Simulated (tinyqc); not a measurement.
Charge imbalance from the loss of breakdown voltage.

Problem. In a superjunction of pillar doping N and length Lp an imbalance dl lowers BV by q |dl| N Lp^2/(4 eps0 eps_r), as long as the field reaches through the pillar. Find |dl| and the net dose error |dl| N wp.

Values chosen for this exercise:
- eps_r = 12.1 (relative permittivity of the semiconductor)
- wp = 2 um (width of each pillar)

Constants: q = 1.602176634e-19 C, eps0 = 8.8541878128e-14 F/cm where lengths are in cm. Results are converted to the units shown.

BV balanced and BV measured (V): [620, 342.77870]
N = 1.5125729e16 cm^-3
Lp = 34.164286 um

Answer. The loss is linear in |dl|; its sign cannot be told from BV.

|dl| = 4.20 %
dose error = 1.27e11 cm^-2

Program tinyqc, `OMP_NUM_THREADS=1 python tinyqc.py 2590139 2590140 out.jsonl`; Intel Xeon 2.30GHz, shared host, one thread, about 0.01 s.
